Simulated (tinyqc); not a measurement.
Worked calculation: tight binding, honeycomb lattice. One step of it, computed by the program tinyqc.

Problem. Levels at k. Diagonalise the Hermitian matrix.

H(k) at k (eV), order A, B:
```
[[0.000000, -4.333500-2.516872i],
 [-4.333500+2.516872i, 0.000000]]
```

Give: eigenvalues; weights |c|^2 of the basis functions.

Solution.

eigenvalues (eV): [-5.011, 5.011]

weights |c|^2 of the basis functions, order A, B:
```
[[0.500, 0.500],
 [0.500, 0.500]]
```
